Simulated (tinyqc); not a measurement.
# Read current of a NAND string, cells in series solved by shooting, step by step

tinyqc, about 0.3 s, one thread, Intel Xeon 2.30GHz (shared host): `OMP_NUM_THREADS=1 python tinyqc.py 2142168 2142169 out.jsonl` Printed values are rounded.

Cells in series, numbered from 0 at the source line (0 V) to the bit line, each followed by a gap resistance Rg. A cell with gate Vg, threshold VT, source Vs and drain Vd passes I = 2 nf K Vt^2 [F(Vs) - F(Vd)]/(1 + th max(Vg - VT, 0)), F(V) = ln^2(1 + exp((Vg - VT - nf V)/(2 nf Vt))). The selected cell has Vg = Vr, the others Vg = Vp.

Parameters, values chosen for the exercise; values of the order met in vertical NAND strings:
```
symbol,value,unit,meaning
T,300,K,temperature
K,3.2,uA/V^2,gain factor of a cell
nf,1.6,,slope factor
th,0.09,1/V,mobility reduction factor
Rg,9.1,kohm,resistance of the gap between cells
Vbl,0.3,V,bit-line voltage
Vp,6.4,V,pass voltage
Vr,2.5,V,read voltage on the selected word line
```

Constants: q = 1.602176634e-19 C, kB = 1.380649e-23 J/K, Vt = kB T/q. Results are converted to the units shown.

## Step 1: node voltages for a trial current

first trial current = 0.22 uA
thresholds from the source end, cell 0 to 3 (V): 4.2  4.2  1.2  -1.2

For a trial current I start at 0 V and, cell by cell (the selected one is cell 2), solve for the drain: sqrt(F(Vd)) = sqrt(F(Vs) - I/k), k = 2 nf K Vt^2/(1 + th max(Vg - VT, 0)), Vd = [Vg - VT - 2 nf Vt ln(exp(sqrt F) - 1)]/nf, then add I Rg.

node voltage after each cell and gap, trial 1, cell 0 to 3 (V): 0.03996353  0.08109720  0.1519631  0.1697292

## Step 2: node voltages for a trial current

second trial current = 0.34 uA

As before.

node voltage after each cell and gap, trial 2, cell 0 to 3 (V): 0.06222333  0.1273849  0.2489987  0.2770068

## Course of the secant iteration

Secant steps on the end voltage less Vbl, from the two trials; a trial above the saturation current of a cell has no solution and is moved halfway to the previous trial. Stop below 1e-9 V.

Course of the iteration:
```
iteration     I (uA)  end voltage - Vbl (V)  halvings
1          0.3657200                2.01e-3         0
2          0.3636508               -3.19e-5         0
3          0.3636831               -4.45e-8         0
4          0.3636832               9.82e-13         0
```

Converged in 4 iterations to I = 0.36368 uA. The selected cell takes 43.3 % of the bit-line voltage and the gaps together 4.41 %.
